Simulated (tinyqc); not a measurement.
Gaussian against the exact two-step profile: two-step dopant diffusion (predeposition and drive-in) with a constant diffusivity. Computed by tinyqc, a small Python program. Command: `OMP_NUM_THREADS=1 python tinyqc.py 3022996 3022997 out.jsonl dopdiff walk`. One thread of a shared host (Intel(R) Xeon(R) Processor @ 2.30GHz), about 0.08 s of CPU time with the checks.

Fick diffusion into a half space x > 0 whose background doping C_B is of the opposite type, so that a junction lies where C = C_B.

Inputs (values chosen for the exercise, modelled on aluminium in silicon):
```
quantity,value,unit
prefactor D0,1.65,cm^2/s
activation energy E,3.4,eV
surface concentration C_s,1.7e+18,1/cm^3
background doping C_B,1.6e+14,1/cm^3
predeposition temperature T1,1050,C
predeposition time t1,20,min
drive-in temperature T2,1075,C
drive-in time t2,60,min
```

Furnace ramps of the drive-in: none.

Constants: k_B = 8.617333262e-05 eV/K.

Method:
- D = D0 exp(-E/(k_B T)).
- Temperatures in kelvin are T(C) + 273.15.
- Times in seconds are 60 times the minutes.
- (Dt)2 = D2 t2, t2 in seconds.
- C = C_s erfc(x/(2 sqrt(D1 t1))); dose Q = 2 C_s sqrt(D1 t1/pi); the junction solves erfc(z) = C_B/C_s with x_j = 2 z sqrt(D1 t1).
- With a sealed surface and a thin source, C = Q/sqrt(pi (Dt)2) exp(-x^2/(4 (Dt)2)); x_j = 2 sqrt((Dt)2 ln(C(0)/C_B)); gradient at the junction |dC/dx| = C_B x_j/(2 (Dt)2).
- Exact two-step profile: C = (2 C_s/pi) int_0^alpha exp(-beta (1 + u^2))/(1 + u^2) du with alpha = sqrt(D1 t1/(Dt)2), beta = x^2/(4 (D1 t1 + (Dt)2)).
- The integral takes 48 Gauss-Legendre points; solve C(x) = C_B.
- Gaussian: C = Q/sqrt(pi (Dt)2) exp(-x^2/(4 (Dt)2)).
- Depths are fractions of the Gaussian x_j.

surface concentration C(0) (Gaussian) = 4.73907e+17 1/cm^3

junction depth x_j = 1.92397 um

drive-in budget (Dt)2 = 1.15769e-09 cm^2

product D1 t1 = 2.21984e-10 cm^2

exact junction depth = 2.04183 um

Profiles:
```
x/x_j,x (um),Gaussian (1/cm^3),exact (1/cm^3),ratio
0.0,0.0000,4.7391e+17,4.4669e+17,1.0609
0.2,0.3848,3.4422e+17,3.3607e+17,1.0242
0.4,0.7696,1.3190e+17,1.4332e+17,0.9203
0.6,1.1544,2.6664e+16,3.4776e+16,0.7667
0.8,1.5392,2.8437e+15,4.8299e+15,0.5888
1.0,1.9240,1.6000e+14,3.8670e+14,0.4138
1.2,2.3088,4.7493e+12,1.7978e+13,0.2642
```

What follows from these numbers?

With D1 t1/(Dt)2 = 0.19, the Gaussian is 6.1 % high at the surface and 59 % low at its own junction; the exact junction lies at 2.042 um, 6.1 % deeper. The dose is the same, but the real source already has a width, which carries into the tail. Caution: the drive-in budget is under fifteen times D1 t1, so the source is not thin and the Gaussian junction is too shallow.
